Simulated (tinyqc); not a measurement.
Tight binding, dimerised chain, step by step. One step of it, computed by the program tinyqc.

Question. Open chain of 5 cells. The same hoppings without the wrap-around bond.

H of the open chain (eV), lower triangle:
```
,1,2,3,4,5,6,7,8,9,10
1,0.000000
2,-2.170000,0.000000
3,0.000000,-0.810000,0.000000
4,0.000000,0.000000,-2.170000,0.000000
5,0.000000,0.000000,0.000000,-0.810000,0.000000
6,0.000000,0.000000,0.000000,0.000000,-2.170000,0.000000
7,0.000000,0.000000,0.000000,0.000000,0.000000,-0.810000,0.000000
8,0.000000,0.000000,0.000000,0.000000,0.000000,0.000000,-2.170000,0.000000
9,0.000000,0.000000,0.000000,0.000000,0.000000,0.000000,0.000000,-0.810000,0.000000
10,0.000000,0.000000,0.000000,0.000000,0.000000,0.000000,0.000000,0.000000,-2.170000,0.000000
```

Give: levels; weights of the highest filled level on the sites.

Answer.

levels (eV): -2.8923  -2.6422  -2.2697  -1.8497  -1.4997  1.4997  1.8497  2.2697  2.6422  2.8923

weights of the highest filled level on the sites: 0.0701  0.0335  0.1373  0.1053  0.1537  0.1537  0.1053  0.1373  0.0335  0.0701

The bulk gap runs from -1.3600 to 1.3600 eV; no level of this chain lies inside it.
